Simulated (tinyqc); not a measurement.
# Thermal, flicker and telegraph noise of a field-effect transistor, step by step

A worked calculation. Computed by tinyqc, a small Python program that keeps every step. Command: `OMP_NUM_THREADS=1 python tinyqc.py 3019908 3019909 out.jsonl noise walk`. One thread of a shared host (Intel(R) Xeon(R) Processor @ 2.30GHz), about 0.01 s of CPU time with the checks. Intermediate numbers are printed to about 7 digits and carried at full precision; extremes and crossings named in words are read from the listed rows.

Strong inversion, threshold roll-off and channel-length modulation left out; noise sources are uncorrelated and are given as one-sided spectral densities.

Inputs (values chosen for the exercise, modelled on a silicon n-channel):

| quantity | value | unit |
|---|---|---|
| width W | 0.049 | micrometre |
| length L | 27 | nm |
| electrical oxide thickness t | 1.6 | nm |
| mobility mu | 220 | cm^2/(V s) |
| saturation velocity v_s | 1 | 1e7 cm/s |
| overdrive V_ov | 0.63 | V |
| thermal noise factor gamma | 0.86 | - |
| oxide trap density N_t | 6e+17 | 1/(eV cm^3) |
| oxide barrier phi | 2.9 | eV |
| oxide mass m_ox | 0.2 | m_0 |
| frequency f | 80000 | Hz |
| temperature T | 400 | K |

Operating region: saturation. Flicker model: number fluctuation.

Constants: eps_0 = 8.8541878128e-12 F/m; hbar = 1.054571817e-34 J s; m_0 = 9.1093837015e-31 kg; e = 1.602176634e-19 C; k_B = 8.617333262e-05 eV/K; k_B = 1.380649e-23 J/K.

## Operating point

C_ox = 3.9 eps_0/t; V_c = 2 v_s L/mu; I = W C_ox v_s V_ov^2/(V_ov + V_c); g_m = W C_ox v_s V_ov (V_ov + 2 V_c)/(V_ov + V_c)^2; g_d0 = mu C_ox (W/L) V_ov.

C_ox = 2.158208 microfarad/cm^2

drain current I = 47.94429 microampere

g_m = 97.43908 microsiemens

g_d0 = 542.8613 microsiemens

## Flicker noise

Tunnelling length lambda = hbar/(2 sqrt(2 m_ox phi)); flat-band noise S_Vfb = e^2 k_B T lambda N_t/(W L C_ox^2 f). S_I = g_m^2 S_Vfb.

tunnelling length lambda = 1.281497 angstrom

S_Vfb = 1.380022e-12 V^2/Hz

flicker S_I = 1.310244e-20 A^2/Hz

flicker S_I/I^2 = 5.700046e-12 1/Hz

Caution: fewer than one trap per decade of time constant is active, so one device shows telegraph steps and the 1/f law is only a mean over many devices.

## Thermal noise and corner

Thermal: S_I = 4 k_B T gamma g_d0; input-referred S_V = S_I/g_m^2; corner f_c where flicker equals thermal. Total input noise from 1 Hz to f_c: sqrt(S_V,thermal [f_c ln(f_c/1 Hz) + f_c - 1 Hz]).

thermal S_I = 1.031313e-23 A^2/Hz

input-referred thermal noise = 32.95810 nV/sqrt(Hz)

corner frequency f_c = 1.016369e+08 Hz

input noise up to f_c = 1464.879 microvolt

full shot noise 2eI over thermal S_I = 1.489658

At f the noise is flicker dominated (f_c/f = 1270).

## How many traps?

Active traps per decade of time constant: N_dec = N_t k_B T W L lambda ln(10); a single trap at the interface shifts the threshold by e/(W L C_ox) and the current by g_m times that; tunnelling depth for frequency f, z = lambda ln(1/(2 pi f tau_0)), tau_0 = 1e-10 s.

traps per decade = 0.008073784

threshold step of one trap = 5.611219 mV

current step of one trap = 1.140390 %

depth probed at f = 1.268450 nm

With fewer than one trap per decade the spectrum is not a smooth 1/f but a few Lorentzians, seen in time as telegraph steps, and S_Vfb is only the mean over many devices.

## Telling the models apart

The formulas are those given above.

Against the overdrive:

| V_ov (V) | I (microampere) | (g_m/I)^2 (1/V^2) | S_I/I^2 (1/Hz) | S_I/g_m^2 (V^2/Hz) |
|---|---|---|---|---|
| 0.20 | 9.49612 | 60.14161 | 8.299671e-11 | 1.380022e-12 |
| 0.25 | 13.34030 | 35.78015 | 4.937738e-11 | 1.380022e-12 |
| 0.32 | 19.15101 | 20.08394 | 2.771627e-11 | 1.380022e-12 |
| 0.40 | 26.21463 | 11.90736 | 1.643241e-11 | 1.380022e-12 |
| 0.50 | 35.46568 | 7.06782 | 9.753739e-12 | 1.380022e-12 |
| 0.63 | 47.94429 | 4.13040 | 5.700046e-12 | 1.380022e-12 |
| 0.80 | 64.73874 | 2.38233 | 3.287660e-12 | 1.380022e-12 |
| 1.00 | 84.91053 | 1.43300 | 1.977573e-12 | 1.380022e-12 |

S_I/I^2 falls as V_ov^-2.33 at first and V_ov^-2.28 at the end; (g_m/I)^2 as V_ov^-2.33 and V_ov^-2.28. The two run parallel and the input-referred noise is flat: the mark of pure number fluctuation.

Checks made by the program: g_m against a numerical derivative of I (relative difference below 1e-10).
